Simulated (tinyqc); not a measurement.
## Trap density and scattering coefficient from 1/f noise

Question. f S = K0 (1 + ac mu Cox I/gm)^2 with K0 = q^2 Vt lt Nt/(W L Cox^2), Vt in eV and Nt per eV. Find K0, Nt and ac.

Parameters, values chosen for the exercise:
```
symbol,value,unit,meaning
T,300,K,temperature
L,90,nm,gate length
W,80,um,total gate width
Cox,0.85,uF/cm^2,gate capacitance
mu,180,cm^2/(V s),mobility
lt,0.1,nm,tunnelling length into the oxide
```

Constants: q = 1.602176634e-19 C, kB = 1.380649e-23 J/K, Vt = kB T/q. Results are converted to the units shown.

I/gm at two biases (V): 0.0328590881  0.225180756
f S at these biases (V^2): 4.46916129e-11  5.28027292e-11

Answer. sqrt(f S) is linear in I/gm: the intercept is sqrt(K0), and slope over intercept is ac mu Cox.

K0 = 4.34e-11 V^2
Nt = 3.40e17 cm^-3 eV^-1
ac = 3.00e3 V s/C

Program tinyqc, `OMP_NUM_THREADS=1 python tinyqc.py 2150060 2150061 out.jsonl`; Intel Xeon 2.30GHz, shared host, one thread, about 0.01 s.
